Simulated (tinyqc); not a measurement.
Inside a calculation. Method: coherent transport through a tight-binding region between two chains. One step of it, computed by the program tinyqc.

Problem. Transmission at E = 0.6 eV. Surface Green function g = (E - i sqrt(4 t^2 - E^2)) / (2 t^2); self-energy tc^2 g on each contact site; G = (E - H - Sigma)^(-1); Gamma = -2 Im Sigma; T = Gamma_L Gamma_R |G_LR|^2; local density of states -Im G_ii / pi.

H of the central region (eV), lower triangle:
```
,1,2,3,4
1,0.000000
2,-1.050000,0.000000
3,0.000000,-1.050000,0.000000
4,-1.050000,0.000000,-1.050000,0.000000
```

Leads: semi-infinite chains with site energy 0:
```
parameter,value
lead hopping t (eV),2.810000
coupling to the left lead (eV),1.350000
coupling to the right lead (eV),1.270000
left contact site,1
right contact site,2
```

E = 0.600000 eV

Give: g; G; local density of states; transmission.

Solution.

g = 0.0380-0.3538i 1/eV

G (1/eV), lower triangle:
```
,1,2,3,4
1,0.6022-0.3366i
2,0.1437-0.1772i,0.6257-0.3129i
3,-0.7722+0.3494i,0.3176-0.0023i,0.6080-0.5209i
4,0.2976-0.0225i,-0.8072+0.3142i,0.2874+0.3000i,0.6430-0.4857i
```

local density of states (1/eV): 0.1071  0.0996  0.1658  0.1546

transmission = 0.0766
